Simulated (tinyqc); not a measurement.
From results back to parameters: donors with valley-orbit split 1s states. Three cases, with inputs chosen for the exercise.

Problem. The electron density is given and ND is hidden.

Each donor binds at most one electron, in any of its states. For a site s, W_s = sum over its states of g exp(E/kT), and the ionised share is 1/(1 + W_s exp(eta)), eta = (EF - Ec)/kT; n = Nc F_1/2(eta); neutrality n + NA = ND x (mean ionised share); holes are neglected. Nc from N = 2 (m kB T/(4 pi c))^(3/2) with c = hbar^2/2m0, in 1/angstrom^3; times 1e24 for 1/cm^3, m = md. F_j(eta) = (1/Gamma(j + 1)) integral_0^infinity x^j dx/(1 + exp(x - eta)), which tends to exp(eta) for eta << 0.

Constants: hbar^2/2m0 = 3.80998211 eV angstrom^2; kB = 8.617333262e-05 eV/K.

Case 1.

Values chosen (near those of P in Si; the results hold for these values, not for the real material):
- md = 1.086 m0 (density-of-states mass of the conduction band)
- E = (46.9, 35.1, 34.1) meV (binding energies of 1s(A1), 1s(T2), 1s(E))
- g = (2, 6, 4) (their degeneracies with spin)
- T = 350 K
- NA = 1.2e+14 1/cm^3 (compensating acceptors, all ionised)

n = 1.7761e+15 1/cm^3

Case 2.

Values chosen (near those of P in Si; the results hold for these values, not for the real material):
- md = 1.051 m0 (density-of-states mass of the conduction band)
- E = (44.2, 32, 31.1) meV (binding energies of 1s(A1), 1s(T2), 1s(E))
- g = (2, 6, 4) (their degeneracies with spin)
- T = 225 K
- NA = 0 1/cm^3 (compensating acceptors, all ionised)

n = 1.4505e+17 1/cm^3

Case 3.

Values chosen (near those of P in Si; the results hold for these values, not for the real material):
- md = 1.066 m0 (density-of-states mass of the conduction band)
- E = (46.8, 35.1, 34.2) meV (binding energies of 1s(A1), 1s(T2), 1s(E))
- g = (2, 6, 4) (their degeneracies with spin)
- T = 300 K
- NA = 0 1/cm^3 (compensating acceptors, all ionised)

n = 9.3854e+16 1/cm^3

Find: eta; mean ionised share; ND.

Solution. n/Nc gives eta, eta and W_s give the ionised share, and ND = (n + NA)/share.

Case 1.

eta = -9.911
mean ionised share = 0.998
ND = 1.9e+15 1/cm^3

Case 2.

eta = -4.793
mean ionised share = 0.631
ND = 2.3e+17 1/cm^3

Case 3.

eta = -5.683
mean ionised share = 0.853
ND = 1.1e+17 1/cm^3

Computed by tinyqc, one run a case: `OMP_NUM_THREADS=1 python tinyqc.py N N+1 out.jsonl` with N = 1650416, 1650441, 1650443; one thread of a shared Intel(R) Xeon(R) Processor @ 2.30GHz, about 0.01 s a run at most.
